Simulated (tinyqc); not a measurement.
Capacitance measurement on a leaky thin oxide: effects of series resistance and leakage: two steps of the calculation.

The device is a capacitance C in parallel with a leakage conductance G, in series with Rs and Ls. An impedance meter reports either a parallel pair (Cp, Gp) from Y = 1/Z = Gp + i w Cp or a series pair (Cs, Rm) from Z = Rm + 1/(i w Cs); w = 2 pi f, dissipation D = Gp/(w |Cp|).

Values chosen for this exercise; values of the order met in thin-oxide MOS capacitors: relative permittivity of the gate insulator (close to hafnium oxide) eox = 22.4; insulator thickness tox = 4.8 nm; gate area A = 2500 um^2; oxide-equivalent thickness added by the accumulation layer zc = 0.54 nm; oxide-equivalent thickness added by gate depletion zp = 0 nm; gate leakage current density, not matched to the thickness Jg = 0.016 A/cm^2; voltage for an e-fold rise of the leakage Vs = 0.16 V; series resistance Rs = 53 ohm; series inductance Ls = 0 nH; measuring frequency f = 50000 Hz.

Constants: eps0 = 8.8541878128e-14 F/cm where lengths are in cm. Results are converted to the units shown.

Task 1. True capacitance and conductance. EOT = 3.9 tox/eox; CET = EOT + zc + zp; C = 3.9 eps0 A/CET; G = Jg A/Vs.

Wanted: EOT; CET; C; G.

Result 1.

EOT = 0.8357 nm
CET = 1.376 nm
C = 62.75 pF
G = 2.500 uS

Task 2. What the meter reports. Z = Rs + i w Ls + 1/(G + i w C).

C = 62.751643 pF
G = 2.5 uS

Give: Z; Cp; Gp; Cs; D.

Result 2.

Z = (0.6384-4.9923i) x 1e4 ohm
Cp = 62.735 pF
Gp = 2.5203 uS
Cs = 63.761 pF
D = 0.12788

Cp is 0.027 % below C and Cs is 1.6 % above it; G Rs = 1.32e-4, w C Rs = 0.00104 and G/(w C) = 0.127.

Computed by the program tinyqc: `OMP_NUM_THREADS=1 python tinyqc.py 2022123 2022124 out.jsonl`, one thread of a shared Intel Xeon 2.30GHz, about 0.01 s for the whole run.
